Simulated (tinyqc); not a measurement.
# Worked calculation: resonant-tunnelling diode, transfer matrices and Tsu-Esaki current

Program tinyqc, `OMP_NUM_THREADS=1 python tinyqc.py 2600052 2600053 out.jsonl`; Intel Xeon 2.30GHz, shared host, one thread, about 0.3 s. Printed values are rounded.

Emitter (band edge 0), barrier d1, well Lw, barrier d2, spacer ds, collector (edge -V). The bias drops linearly over these layers and none in the contacts; each layer is cut into ns equal slices, flat at the value of their centres. E is the energy of motion across the layers, C = hbar^2/(2 m0), psi and psi'/m are continuous. Transport is coherent, T(E) is taken as independent of the transverse momentum, and charge in the well is ignored.

Values chosen for this exercise; masses and offsets of a made-up heterostructure: temperature T = 300 K; mass in the well, spacer and contacts mw = 0.035 m0; barrier height U1 = 1 eV; barrier mass m1 = 0.12 m0; emitter barrier d1 = 1.7 nm; well width Lw = 4.5 nm; collector barrier d2 = 2.3 nm; slices in each layer ns = 3; undoped spacer after the collector barrier ds = 4.3 nm; Fermi energy of both contacts above their band edges Ef = 0.11 eV; bias of the collector V = 0.13 V; trial energy E = 0.12559 eV.

Constants: q = 1.602176634e-19 C, kB = 1.380649e-23 J/K, hbar = 1.054571817e-34 J s, m0 = 9.1093837015e-31 kg, Vt = kB T/q, hbar^2/(2 m0) = 0.0380998212 eV nm^2. Results are converted to the units shown.

## Slices under bias

U = edge of the layer - V x/Lt at the centre x of each slice, Lt the summed thickness.

U, slice 0 to 11 (eV): [0.997122, 0.991367, 0.985612, -0.024883, -0.040117, -0.055352, 0.933138, 0.925352, 0.917565, -0.093607, -0.108164, -0.122721]
m, slice 0 to 11 (m0): [0.12, 0.12, 0.12, 0.035, 0.035, 0.035, 0.12, 0.12, 0.12, 0.035, 0.035, 0.035]
width, slice 0 to 11 (nm): [0.566667, 0.566667, 0.566667, 1.5, 1.5, 1.5, 0.766667, 0.766667, 0.766667, 1.43333, 1.43333, 1.43333]

## Running product of the slice matrices at the trial energy

For the pair (psi, psi'/m) a flat layer has M = [[cos kd, (m/k) sin kd], [-(k/m) sin kd, cos kd]] with k = sqrt(m (E - U)/C) above its edge U, and M = [[cosh Kd, (m/K) sinh Kd], [(K/m) sinh Kd, cosh Kd]] with K = sqrt(m (U - E)/C) below it. Later slices stand to the left. With M acting on (psi, psi'/m) and v = k/m in each lead, T(E) = 4 vL vR/[(vL vR M12 - M21)^2 + (vR M11 + vL M22)^2]. vL = sqrt(mw E/C)/mw, vR = sqrt(mw (E + V)/C)/mw.

Product after each layer:
```
                  M11   M12 (nm)  M21 (1/nm)       M22
barrier d1    8.33505   0.599661     113.554   8.28957
well          8.86564   0.648412    -117.769  -8.50057
barrier d2   0.236110   0.181279    -2.98394   1.94432
spacer      -0.293534  0.0664548    -1.52263  -3.06204
```

T(E) = 0.429831

## Transmission at three energies near the peak

three energies (eV): [0.125672, 0.125852, 0.126032]

The same product at each energy.

T(E) at these energies: [0.497301, 0.572602, 0.483825]

## Breit-Wigner parameters from a parabola through 1/T(E)

Near a resonance 1/T(E) = (1/Tp) [1 + (2 (E - Er)/G)^2]. With y = 1/T(E) at E0 - h, E0, E0 + h: a = (y1 + y3 - 2 y2)/(2 h^2), b = (y3 - y1)/(2 h), Er = E0 - b/(2 a), 1/Tp = y2 - b^2/(4 a), G = 2 sqrt(1/(Tp a)), tau = hbar/G.

Er = 0.125843 eV
Tp = 0.572822
G = 0.879571 meV
tau = 748.333 fs

The true maximum of T(E) lies at 0.12584 eV with height 0.5728 and full width 0.8794 meV; the fitted G is 0.019 % above that width.

## Current from the resonance alone

J = J0 times the integral over E > 0 of T(E) N(E), N = ln[(1 + exp((Ef - E)/Vt))/(1 + exp((Ef - V - E)/Vt))], J0 = q^2 mw m0 kB T/(2 pi^2 hbar^3) (times 1e-4 for A/cm^2 per eV). For a sharp resonance J = J0 (pi G/2) Tp N(Er), with Er the peak energy, Tp the peak transmission and G the full width at half maximum (in eV). The three values given are estimates from a parabola through three points of 1/T(E).

J0 = 1.46428e7 A/(cm^2 eV)
N(Er) = 0.429412
J = 4.97633 kA/cm^2

The full integral over T(E) gives 4.962 kA/cm^2; the value above is 0.29 % above it. With the exact position, height and width of the peak (Er = 0.12584 eV, Tp = 0.5728, G = 0.8794 meV) the formula is 0.27 % above it.
